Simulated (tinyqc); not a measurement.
Three-band tight binding of a dichalcogenide monolayer, step by step. Values are carried at full precision from step to step, so a last printed digit may differ when a step is redone from the rounded ones.

Basis dz2, dxy, dx2-y2 on a triangular lattice, nearest neighbours; alpha = kx a/2, beta = sqrt3 ky a/2. h0 = e1 + 2 t0 (cos 2alpha + 2 cos alpha cos beta); h1 = -2 sqrt3 t2 sin alpha sin beta + 2i t1 (sin 2alpha + sin alpha cos beta); h2 = 2 t2 (cos 2alpha - cos alpha cos beta) + 2i sqrt3 t1 cos alpha sin beta; h11 = e2 + 2 t11 cos 2alpha + (t11 + 3 t22) cos alpha cos beta; h22 = e2 + 2 t22 cos 2alpha + (3 t11 + t22) cos alpha cos beta; h12 = sqrt3 (t22 - t11) sin alpha sin beta + 4i t12 sin alpha (cos alpha - cos beta) + i lam sz. H = [[h0, h1, h2], [., h11, h12], [., ., h22]], Hermitian; the lowest band of each spin is filled. K = (4 pi/3a, 0), M = (pi/a, pi/(sqrt3 a)).

Values chosen for the exercise (near a published set for monolayer WS2; shifted at random, so the results belong to these values and not to a real crystal): a = 3.186 angstrom (lattice constant); e1 = 1.117 eV (level of dz2); e2 = 2.29 eV (level of dxy and dx2-y2); t0 = -0.207 eV (hopping); t1 = 0.573 eV (hopping); t2 = 0.526 eV (hopping); t11 = 0.289 eV (hopping); t12 = 0.39 eV (hopping); t22 = -0.062 eV (hopping); lam = 0.215 eV (spin-orbit constant); sz = 1 (spin); k = (0.23, 0.3) 1/angstrom (wave vector).

## H at one k

Form alpha, beta and the matrix.

alpha, beta (rad): 0.36639  0.82775

H (eV), lower triangle (Hermitian):
```
,z2,xy,x2-y2
z2,0.2863
xy,-0.4807-1.0444i,2.7847
x2-y2,0.1175-1.3647i,-0.1604-0.3587i,2.7063
```

## Levels and weights

Diagonalise H.

levels (eV): -0.7311  2.9788  3.5295

weights:
```
,band 1,band 2,band 3
z2,0.755,0.050,0.196
xy,0.103,0.559,0.338
x2-y2,0.143,0.391,0.466
```

## Closed forms at K and Gamma

Three-band model of dz2 (level e1) and dxy, dx2-y2 (level e2), spin sz = +/-1; t1 and t2 drop out at these points. At K: e2 - (3/2)(t11 + t22) - 3 sqrt3 t12 + lam sz (valence), e1 - 3 t0 (conduction), e2 - (3/2)(t11 + t22) + 3 sqrt3 t12 - lam sz. At Gamma: e1 + 6 t0 (valence) and e2 + 3 (t11 + t22) -/+ lam.

Levels (eV):
```
point,band 1,band 2,band 3
"K, spin up",0.1380,1.7380,3.7610
"K, spin down",-0.2920,1.7380,4.1910
Gamma,-0.1250,2.7560,3.1860
```

smallest direct gap at K = 1.6000 eV
Ev(K) - Ev(Gamma) = 0.2630 eV

Of the two points, the valence band is higher at K, by 263 meV. The dz2 conduction state at K has no atomic orbital angular momentum (Lz = 0) and is not split at this order.

## Bands for both spins

The two lowest bands at the points named.

Levels (eV):
```
k,"v, up","c, up","v, down","c, down"
G,-0.1250,2.7560,-0.1250,2.7560
G-K 0.25,-0.5905,2.8313,-0.6315,2.9612
G-K 0.5,-0.9250,2.9808,-1.0784,3.2311
G-K 0.6,-0.8495,3.1404,-1.0513,3.1799
G-K 0.75,-0.5080,2.6958,-0.7877,2.5679
G-K 0.9,-0.0233,1.9545,-0.4061,1.9110
K,0.1380,1.7380,-0.2920,1.7380
K-M 0.5,-0.3658,2.4895,-0.6241,2.3626
M,-0.6667,2.7446,-0.6667,2.7446
M-G 0.5,-0.9323,2.8406,-0.9323,2.8406
```

The spins are degenerate from M to Gamma, since a vertical mirror plane holds this line and flips sz, and the valence splitting is largest at K (430 meV). The lowest conduction level listed is at K. With nearest neighbours alone the model is made for the neighbourhood of K.

## Checks

- Closed forms at K against the matrix: they agree to 1e-10 or better.

Program tinyqc; command `OMP_NUM_THREADS=1 python tinyqc.py 1452895 1452896 out.jsonl`; about 0.02 s on one thread of a shared Intel(R) Xeon(R) Processor @ 2.30GHz.
